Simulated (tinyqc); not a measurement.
Molecular dynamics of a small cluster by velocity Verlet steps: one step, computed by the program tinyqc. Command: `OMP_NUM_THREADS=1 python tinyqc.py 3029285 3029286 out.jsonl verlet walk`. One thread of a shared host (Intel(R) Xeon(R) Processor @ 2.30GHz), about 0.1 s of CPU time with the checks.

E = sum_(i<j) phi(r_ij), phi(r) = eps [exp(-2 alpha (r - r0)) - 2 exp(-alpha (r - r0))]; the force on i is -sum_j phi'(r_ij) (R_i - R_j)/r_ij.

Task: Step 1. Velocity Verlet: a = c F/M with c = 9.648533212e-3 angstrom/fs^2 per eV/(angstrom u); R(new) = R + v dt + a dt^2/2; v(new) = v + (a + a(new)) dt/2. Kinetic energy K = M v^2/(2c); temperature T = 2K/((3N - 3) k_B), rotation of the cluster included. After each step v is scaled by sqrt(1 + (dt/tau)(T0/T - 1)).

Inputs (values chosen for the exercise, for model atoms):

| quantity | value | unit |
|---|---|---|
| length r0 | 2.32 | angstrom |
| well depth eps | 0.23 | eV |
| stiffness alpha | 1.91 | 1/angstrom |
| atomic mass M | 116 | u |
| time step dt | 13 | fs |
| target temperature T0 | 100 | K |
| coupling time tau | 200 | fs |

Potential: Morse. Thermostat: Berendsen.

starting positions (angstrom):
```
           x      y     z
atom 1  0.03      0  0.01
atom 2  2.37  -0.03     0
atom 3  1.21   2.02  0.03
atom 4  1.18   0.72  1.91
```

starting velocities (angstrom/fs):
```
              x         y         z
atom 1  0.00012  -0.00076  -0.00053
atom 2    6e-05   0.00103  -0.00029
atom 3  -0.0006   -0.0005   0.00033
atom 4  0.00042   0.00023    0.0005
```

Constants: 1 eV/(angstrom u) = 9.648533212e-03 angstrom/fs^2; k_B = 8.617333262e-05 eV/K.

Give: positions after step 1; new forces; velocities after step 1; total energy.

Result:

positions after step 1 (angstrom):
```
            x       y       z
atom 1  0.032  -0.010   0.003
atom 2  2.370  -0.016  -0.003
atom 3  1.202   2.013   0.034
atom 4  1.186   0.723   1.916
```

new forces (eV/angstrom):
```
               x         y         z
atom 1   0.06598   0.03852   0.03892
atom 2  -0.08441   0.05369   0.06296
atom 3   0.00379  -0.01374  -0.05878
atom 4   0.01465  -0.07846  -0.04309
```

velocities after step 1 (angstrom/fs):
```
                x          y          z
atom 1   0.000194  -0.000745  -0.000515
atom 2  -0.000039   0.001133  -0.000230
atom 3  -0.000611  -0.000545   0.000278
atom 4   0.000456   0.000156   0.000477
```

total energy = -1.354 eV
